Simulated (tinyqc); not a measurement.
Jacobi rotations on a symmetric matrix, step by step. One step of it, computed by the program tinyqc.

Task: Jacobi rotation 1. Take the largest off-diagonal element A_pq; tan 2 theta = 2 A_pq / (A_qq - A_pp) with |theta| <= pi/4; A' = J^T A J with J_pp = J_qq = cos, J_pq = sin, J_qp = -sin.

A:
$$\begin{pmatrix}
0.220000 & -0.002000 & -0.059000 & -0.222000 & -0.238000 \\
-0.002000 & 0.504000 & -0.475000 & -0.119000 & 0.095000 \\
-0.059000 & -0.475000 & 0.543000 & 0.257000 & 0.067000 \\
-0.222000 & -0.119000 & 0.257000 & 0.919000 & -0.388000 \\
-0.238000 & 0.095000 & 0.067000 & -0.388000 & 1.498000
\end{pmatrix}$$

Give: p, q, theta; A'.

Result:

p, q, theta (rad): [2.000, 3.000, -0.765]

A':
$$\begin{pmatrix}
0.220 & -0.042 & -0.041 & -0.222 & -0.238 \\
-0.042 & 0.048 & 0.000 & 0.092 & 0.115 \\
-0.041 & 0.000 & 0.999 & 0.268 & -0.017 \\
-0.222 & 0.092 & 0.268 & 0.919 & -0.388 \\
-0.238 & 0.115 & -0.017 & -0.388 & 1.498
\end{pmatrix}$$
